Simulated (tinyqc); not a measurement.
Warping of the constant-energy contours: six-band Luttinger-Kohn model.

Six-band Luttinger-Kohn model in the basis |3/2,3/2>, |3/2,1/2>, |3/2,-1/2>, |3/2,-3/2>, |1/2,1/2>, |1/2,-1/2>, electron energies, zero at the top of the unstrained valence band. H = -[rows: (P+Q, -S, R, 0, -S/r2, r2 R); (-S*, P-Q, 0, R, -r2 Q, r32 S); (R*, 0, P-Q, S, r32 S*, r2 Q); (0, R*, S*, P+Q, -r2 R*, -S*/r2); (-S*/r2, -r2 Q, r32 S, -r2 R, P+Dso, 0); (r2 R*, r32 S*, r2 Q, -S/r2, 0, P+Dso)], r2 = sqrt(2), r32 = sqrt(3/2). Levels are twofold.

P = c g1 k^2 - av tr(e); Q = c g2 (kx^2 + ky^2 - 2 kz^2) - (b/2)(exx + eyy - 2 ezz); R = c sqrt3 [-g2 (kx^2 - ky^2) + 2i g3 kx ky] + (sqrt3/2) b (exx - eyy) - i d exy; S = 2 c sqrt3 g3 (kx - i ky) kz - d (exz - i eyz); c = hbar^2/2m0, e the strain tensor (not engineering shear).

Constants: hbar^2/2m0 = 3.80998211 eV angstrom^2.

Values chosen for the exercise (near those of Si; not measured data): Dso = 0.043 eV (spin-orbit splitting); g1 = 4.29 (Luttinger gamma1); g2 = 0.34 (gamma2); g3 = 1.44 (gamma3); E_h = 40 meV (hole energy below the top).

No strain (e = 0). In the plane kz = 0, |k| where the top and second pairs lie E_h below the top, against the angle from [100]; m = c k^2/E_h.

Contours:

| angle (degrees) | k top (1/angstrom) | k second (1/angstrom) | m top (m0) | m second (m0) |
|---|---|---|---|---|
| 0 | 0.0539 | 0.0469 | 0.277 | 0.210 |
| 9 | 0.0569 | 0.0463 | 0.309 | 0.204 |
| 18 | 0.0659 | 0.0455 | 0.414 | 0.197 |
| 27 | 0.0841 | 0.0449 | 0.674 | 0.192 |
| 36 | 0.1186 | 0.0447 | 1.339 | 0.190 |
| 45 | 0.1502 | 0.0446 | 2.148 | 0.189 |

The heavy contour reaches 2.785 times as far along [110] as along [100], the light one 0.951 times. The warping follows g3 - g2 = 1.10 and would vanish for g2 = g3. Along [100] the heavy mass is 1/(g1 - 2 g2) = 0.277 at any energy, while the light one is 0.2096, against 1/(g1 + 2 g2) = 0.2012 at the edge, for E_h/Dso = 0.93.

(tinyqc, `OMP_NUM_THREADS=1 python tinyqc.py 1051367 1051368 out.jsonl`, Intel(R) Xeon(R) Processor @ 2.30GHz, 1 thread, shared host, about 0.2 s.)
